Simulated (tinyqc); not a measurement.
Inside a calculation. Model: size effects in the resistivity of thin metal films and interconnect lines. Computed by tinyqc, a small Python program that keeps every step. Command: `OMP_NUM_THREADS=1 python tinyqc.py 3010627 3010628 out.jsonl size walk`. One thread of a shared host (Intel(R) Xeon(R) Processor @ 2.30GHz), about 0.01 s of CPU time with the checks. Intermediate numbers are printed to about 6 digits and carried at full precision; extremes and crossings named in words are read from the listed rows.

Electrons lose their drift at surfaces (a share 1 - p of the hits) and at grain boundaries (reflection R), besides bulk scattering. The line sits in a trench with a non-conducting liner on both walls and the bottom; the spacing equals the drawn width.

Inputs (values chosen for the exercise, modelled on silver):
```
quantity,value,unit
bulk resistivity rho_b,1.53,microohm cm
bulk mean free path lambda,51.6,nm
specularity p,0,-
grain-boundary reflection R,0.49,-
drawn line width w,13,nm
grain size over metal width,0.52,-
aspect ratio (height over width),1.9,-
liner thickness t,2.1,nm
line length,6.8,micrometre
permittivity of the dielectric k,2.7,-
competitor: rho_b relative to this metal,3.2,-
competitor: lambda relative to this metal,0.47,-
competitor: liner relative to t,0.12,-
```

Geometry: line.

Constants: eps_0 = 8.8541878128e-12 F/m.

## Metal cross-section

Metal width w_m = w - 2t, height h_m = (aspect ratio) w - t, grain size D = (ratio) w_m.

metal width w_m = 8.8 nm

metal height h_m = 22.6 nm

grain size D = 4.576 nm

share of the trench filled by metal = 61.9371 %

## Grain boundaries

Mayadas-Shatzkes: alpha = (lambda/D) R/(1 - R); rho_b/rho = 1 - 3 alpha/2 + 3 alpha^2 - 3 alpha^3 ln(1 + 1/alpha).

alpha = 10.8340

rho/rho_b from grains = 15.5089

The linear estimate 1 + 3 alpha/2 gives 17.251, 11 % high; at large alpha the slope is 4/3.

## Surfaces

Fuchs-Sondheimer film: rho_b/rho = 1 - (3/(2 kappa))(1 - p) int_0^1 (s - s^3)(1 - exp(-kappa/s))/(1 - p exp(-kappa/s)) ds, f = rho/rho_b, kappa = thickness/lambda, 80 Gauss-Legendre points. Line: the excess of a film of thickness w_m and of a film of thickness h_m are added, rho/rho_b = 1 + (f(w_m) - 1) + (f(h_m) - 1), an estimate that holds best when both sides exceed lambda.

kappa = w_m/lambda = 0.170543

f(w_m) = 3.40506

f(h_m) = 2.03742

rho/rho_b from surfaces = 4.44248

Caution: for lines much narrower than lambda adding the two film terms and the grain term underestimates the resistivity.

## Resistance and delay

Total: rho = rho_b [1 + surface excess + grain excess]; resistance per length rho/(w_m h_m); capacitance per length C = 2 k eps_0 (aspect ratio + 1/2), a parallel-plate estimate for two neighbours plus a fixed term for the planes above and below; delay 0.38 R C L^2; effective resistivity per drawn area.

resistivity rho = 28.9956 microohm cm

resistance per length = 1457.95 ohm/micrometre

capacitance per length = 0.114750 fF/micrometre

RC delay = 2.93966 ps

effective resistivity per drawn area = 46.8147 microohm cm

Of the factor 30.60 over bulk, scattering gives 18.95 and the liner 1.61; within scattering, grain boundaries outweigh surfaces (14.51 against 3.44, grains first).

## A short-path metal as competitor

w_m = w - 2t, h_m = (aspect ratio) w - t, D = (ratio) w_m; rho = rho_b [1 + surface excess + grain excess]. Effective resistivity rho (aspect ratio) w^2/(w_m h_m) for the metal with its liner, for the same metal without liner, and for a competitor with its own rho_b, lambda and liner, and for that competitor with the liner t; p, R, aspect and grain ratios are the same.

Effective resistivity (microohm cm):
```
w (nm),this metal,without liner,competitor,"competitor, liner t"
200,2.901,2.7987,6.8453,7.044
100,4.401,4.0644,8.7879,9.364
50,7.855,6.6007,12.7545,14.714
30,13.549,9.9526,18.1989,23.606
20,22.985,14.0874,25.2097,38.404
14,40.789,19.3320,34.5398,66.307
10,82.340,26.2343,47.5627,131.167
7,248.479,36.4541,68.4894,388.682
```

The competitor wins below a width between 20.0 and 14.0 nm. In narrow lines rho scales as rho_b lambda/w, and the product rho_b lambda of the competitor is 1.50 times this metal's. At the narrowest width the liner costs this metal a factor 6.82. With the same liner the competitor wins nowhere in the table; at the narrowest width the thinner liner lowers it from 389 to 68.5. Rows with w - 2t below lambda stretch the additive estimate. Metal widths below about 5 nm are outside this semiclassical model.

Checks made by the program: grain-boundary formula against its angular integral 3 int_0^1 c^3/(c + alpha) dc (relative difference below 1e-10).
